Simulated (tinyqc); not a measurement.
Floating body of a partially depleted SOI transistor: body voltage and kink: one step of the calculation.

Source at 0 V. Channel current Ic = 2 nf K Vt^2 [F(0) - F(Vd)](1 + la Vd), F(V) = ln^2(1 + exp((Vg - VT - nf V)/(2 nf Vt))), VT = VT0 - gb Vb. Saturation voltage Vs = 2 Vt sqrt(F(0)) + 3 Vt, excess Ve = (Vd - Vs + sqrt((Vd - Vs)^2 + 0.0004 V^2))/2, multiplication M1 = Ai Ve exp(-Bl/Ve). Each junction passes D(v) = J1 (exp(v/Vt) - 1) + J2 (exp(v/(2 Vt)) - 1). Bipolar current Ib = bb J1 (exp(Vb/Vt) - 1). The body settles where M1 (Ic + Ib) = D(Vb) + D(Vb - Vd) + Vb/Rb; drain current Id = (1 + M1)(Ic + Ib) - D(Vb - Vd).

Question. New Vb. Current into the body I_in = M1 (Ic + Ib) - D(Vb - Vd), current out I_out = D(Vb) + Vb/Rb; f = ln(I_in/I_out), s = df/dVb by central differences over 1e-5 V, Vb(new) = Vb - f/s.

Inputs (values chosen for the exercise); values of the order met in partially depleted silicon-on-insulator transistors: temperature T = 300 K; threshold at zero body voltage VT0 = 0.51 V; fall of the threshold per volt of body voltage gb = 0.34; slope factor nf = 1.34; gain factor per width K = 380 uA/(V^2 um); channel-length modulation factor la = 0.08 1/V; impact-ionisation prefactor Ai = 2.68 1/V; impact-ionisation voltage Bl = 8.1 V; diffusion saturation current of each junction J1 = 9.8e-12 uA/um; recombination saturation current of each junction J2 = 5.6e-9 uA/um; gain of the lateral bipolar transistor on the diffusion current bb = 3; resistance of a weak body tie to the source (1e9 stands for no tie, and the term is then dropped) Rb = 1e9 kohm um; gate voltage Vg = 0.9 V; drain voltage Vd = 1.4 V.

Constants: q = 1.602176634e-19 C, kB = 1.380649e-23 J/K, Vt = kB T/q. Results are converted to the units shown.

Vb at the start = 0.65 V

Wanted: Ic; Ve; M1; I_in; I_out; f; s; Vb after iteration 1.

Answer.

Ic = 58.864 uA/um
Ve = 0.86658 V
M1 = 2.0256e-4
I_in = 0.012419 uA/um
I_out = 0.81584 uA/um
f = -4.1850
s = -39.063 1/V
Vb after iteration 1 = 0.54286 V

Range of the model: The multiplication law is an empirical form chosen for the exercise; self-heating and capacitive coupling to the body are left out, and the linear laws are rough once Vb passes about 0.7 V or M1 about 0.1.

Numbers from tinyqc (`OMP_NUM_THREADS=1 python tinyqc.py 2182165 2182166 out.jsonl`; about 0.2 s on one thread of a shared Intel Xeon 2.30GHz).
